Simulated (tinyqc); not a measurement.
Resistive crossbar, vector-matrix product with wire resistance: one step of the calculation.

2 rows and 2 columns. Cell (i, j) joins row node wij to column node bij. Each row is driven at its left end through one wire segment rw; neighbouring nodes along a row or a column are joined by rw; each column ends below the last row in one more rw and a virtual ground, where its current is read. Ideal output: I_j = sum_i V_i G_ij.

Problem. Node voltages and column currents. Solve A x = b; I_j = b2j/rw.

Values chosen for this exercise: wire resistance between neighbouring cells rw = 200 ohm.

A (uS):
```
       w11    w12    w21    w22    b11    b12    b21    b22
w11  10420  -5000      0      0   -420      0      0      0
w12  -5000   5450      0      0      0   -450      0      0
w21      0      0  10140  -5000      0      0   -140      0
w22      0      0  -5000   5370      0      0      0   -370
b11   -420      0      0      0   5420      0  -5000      0
b12      0   -450      0      0      0   5450      0  -5000
b21      0      0   -140      0  -5000      0  10140      0
b22      0      0      0   -370      0  -5000      0  10370
```

b (uA): w11 1450, w12 0, w21 2000, w22 0, b11 0, b12 0, b21 0, b22 0

Wanted: row nodes; column nodes; column currents.

Solution.

row nodes (mV): w11 255.77, w12 239.25, w21 367.82, w22 345.17
column nodes (mV): b11 44.953, b12 55.686, b21 27.245, b22 39.165
column currents (uA): column 1 136.22, column 2 195.83

Numbers from tinyqc (`OMP_NUM_THREADS=1 python tinyqc.py 2880017 2880018 out.jsonl`; about 0.01 s on one thread of a shared Intel Xeon 2.30GHz).
